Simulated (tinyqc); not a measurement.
Inside a calculation. Model: a particle near a wafer in liquid: double-layer and van der Waals forces (DLVO), deposition barrier and removal. Computed by tinyqc, a small Python program that keeps every step. Command: `OMP_NUM_THREADS=1 python tinyqc.py 3110381 3110382 out.jsonl dlvo walk`. One thread of a shared host (Intel(R) Xeon(R) Processor @ 2.30GHz), about 0.01 s of CPU time with the checks. Intermediate numbers are printed to about 5 digits and carried at full precision; extremes and crossings named in words are read from the listed rows.

Sphere and flat wall, Derjaguin approximation, constant potentials in the linear-superposition form, no retardation and no hydration force.

Inputs (values chosen for the exercise, of the order of those for ceria on silica in water):
```
quantity,value,unit
particle radius R,49,nm
Hamaker constant A,1.3e-20,J
potential of the particle psi_1,-56,mV
potential of the wafer psi_2,-41,mV
salt concentration c,0.00048,mol/L
valence z of the symmetric salt,1,-
temperature T,293,K
dielectric constant of the liquid,80.2,-
gap h,11,nm
contact distance h0,0.4,nm
contact radius over R,0.11,-
viscosity,0.67,mPa s
```

Constants: e = 1.602176634e-19 C; N_A = 6.02214076e+23 1/mol; eps_0 = 8.8541878128e-12 F/m; k_B = 1.380649e-23 J/K; k_B = 8.617333262e-05 eV/K.

## Screening

kappa^2 = 2 z^2 e^2 N_A (1000 c)/(eps eps_0 k_B T); gamma_i = tanh(z e psi_i/(4 k_B T)); Z = 64 pi eps eps_0 (k_B T/(z e))^2 gamma_1 gamma_2.

kappa = 0.071876 1/nm

Debye length = 13.913 nm

gamma_1 = -0.50387

gamma_2 = -0.38504

Z = 17.659 pN

kappa R = 3.5219

Like signs: the double layers repel.

## Energy and force at one gap

U(h) = Z R exp(-kappa h) - A R/(6 h); F(h) = -dU/dh = kappa Z R exp(-kappa h) - A R/(6 h^2), positive for repulsion.

double-layer energy = 97.014 k_B T

van der Waals energy = -2.3859 k_B T

U(h) = 94.628 k_B T

F(h) = 27.330 pN

Caution: for kappa h below 1 linear superposition is only rough, and charge regulation matters.

## The curve

The formulas are those given above.

Against the gap:
```
h (nm),kappa h,U (k_B T),F (pN)
0.4,0.0288,142.22,-603.11
0.6,0.0431,161.13,-235.34
1.0,0.0719,172.82,-48.29
1.5,0.1078,174.54,8.65
2.5,0.1797,168.22,34.98
4.0,0.2875,153.89,40.02
7.0,0.5031,125.58,35.44
12.0,0.8625,88.10,25.51
20.0,1.4375,49.49,14.51
40.0,2.8750,11.41,3.44
```

Caution: in rows where h is not small against R, A R/(6 h) overstates the van der Waals term. Caution: in rows with kappa h below 1 linear superposition is only rough.

## Barrier and secondary minimum

F = 0 reads x^2 exp(-x) = y with x = kappa h and y = A kappa/(6 Z); the left side peaks at x = 2 with 4/e^2 = 0.5413, so roots exist for smaller y: x < 2 is the barrier, x > 2 the secondary minimum.

y = 0.0088190

position of the barrier = 1.3726 nm

barrier height = 174.68 k_B T

position of the secondary minimum = 127.45 nm

energy at the secondary minimum = -0.18344 k_B T

A barrier above 15 k_B T practically stops deposition.

## Critical salt concentration

The barrier height is zero when U = 0 and F = 0 together: kappa h = 1 and kappa = 6 Z/(e A), e = 2.718282 here; c follows from kappa^2, with the potentials held fixed.

critical kappa = 2.9983 1/nm

critical concentration = 0.83524 mol/L

## Adding salt

kappa scales as sqrt(c); potentials are held fixed. A dash marks rows without a maximum.

Against the concentration:
```
c (mol/L),Debye length (nm),barrier at (nm),barrier (k_B T),minimum at (nm),minimum (k_B T)
8.35e-05,33.357,2.0874,188.35,3.4232e+02,-6.9195e-02
8.35e-04,10.549,1.2045,169.03,9.2875e+01,-2.5048e-01
8.35e-03,3.336,0.7118,135.92,2.4252e+01,-9.3331e-01
4.18e-02,1.491,0.5070,100.47,9.1255e+00,-2.4061e+00
1.67e-01,0.746,0.3940,59.51,3.7589e+00,-5.5965e+00
4.18e-01,0.471,0.3478,26.83,1.9948e+00,-1.0047e+01
7.52e-01,0.352,0.3340,4.13,1.2767e+00,-1.4897e+01
1.25e+00,0.273,0.3432,-15.73,8.1432e-01,-2.1438e+01
2.51e+00,0.192,-,-,-,-
```

At low salt the barrier tends to Z R = 214 k_B T; it is half of that between 0.0083 and 0.042 mol/L and changes sign at 0.84 mol/L, while the secondary minimum deepens to -15 k_B T at 0.9 of that.

## Removing an attached particle

Adhesion F_a = A R/(6 h0^2) [1 + a^2/(R h0)] - kappa Z R exp(-kappa h0), a the contact radius. Drag in a shear flow F_d = 1.7 x 6 pi mu R^2 G, acting at 1.4 R; rolling starts when 1.4 R F_d = a F_a. Wall shear stress = mu G.

van der Waals adhesion = 1647.1 pN

net adhesion F_a = 1586.6 pN

wall shear stress for rolling = 1620.3 Pa

shear rate G = 2.4184e+06 1/s

Checks made by the program: force against a difference of U (relative difference below 1e-10).
